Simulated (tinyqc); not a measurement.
How the errors depend on the field: Haynes-Shockley experiment: drift, diffusion and decay of a minority-carrier pulse. Computed by tinyqc, a small Python program. Command: `OMP_NUM_THREADS=1 python tinyqc.py 3113557 3113558 out.jsonl haynes walk`. One thread of a shared host (Intel(R) Xeon(R) Processor @ 2.30GHz), about 0.01 s of CPU time with the checks.

A thin sheet of excess carriers is made at x = 0, t = 0 in a long uniform bar; injection is low, so the pulse moves with the minority mobility.

Inputs (values chosen for the exercise, modelled on holes in n-type silicon in a lightly doped bar): minority mobility mu = 492 cm^2/(V s); lifetime tau = 78 microsecond; temperature T = 300 K; field F = 8.4 V/cm; distance d to the collector = 0.34 cm; injected sheet density N0 = 1.9e+10 1/cm^2.

Constants: k_B = 8.617333262e-05 eV/K.

Method:
- D = mu k_B T/e, v = mu F.
- Transit time d/v, diffusion length sqrt(D tau), drift length v tau, Peclet number v d/D = e F d/(k_B T).
- dn(x, t) = N0/sqrt(4 pi D t) exp(-(x - v t)^2/(4 D t) - t/tau).
- At fixed x the signal peaks where d ln(dn)/dt = 0: a t^2 + t/2 - x^2/(4 D) = 0 with a = v^2/(4 D) + 1/tau.
- The full width at half maximum is found by solving dn(x, t) = peak/2 on both sides of the peak.
- With w that width: mu = d/(F t_p); D = (w d)^2/(16 ln2 t_p^3). The field is scaled by the factors listed.

D = 12.7192 cm^2/s

Errors of the simple reading:
```
factor  F (V/cm)   v d/D  v^2 tau/(4 D)  error of mu (%)  error of D (%)
0.5         4.20   55.24            6.5           9.1921          2.9012
0.7         5.88   77.33           12.8           5.1249          2.1340
1.0         8.40  110.48           26.2           2.8008          1.5170
1.5        12.60  165.71           58.9           1.4503          1.0190
2.5        21.00  276.19          163.7           0.6678          0.6133
4.0        33.60  441.90          419.0           0.3458          0.3835
7.0        58.80  773.33         1283.1           0.1684          0.2191
```

What does the comparison show, and why?

The error of mu falls from 9.19 to 0.168 %. For large v d/D it is about D/(v d) + 2 D/(v^2 tau), here 0.168 % in the last row: one part from spreading, one from recombination.

Extremes, crossings and ranges named in words are read from the listed rows.
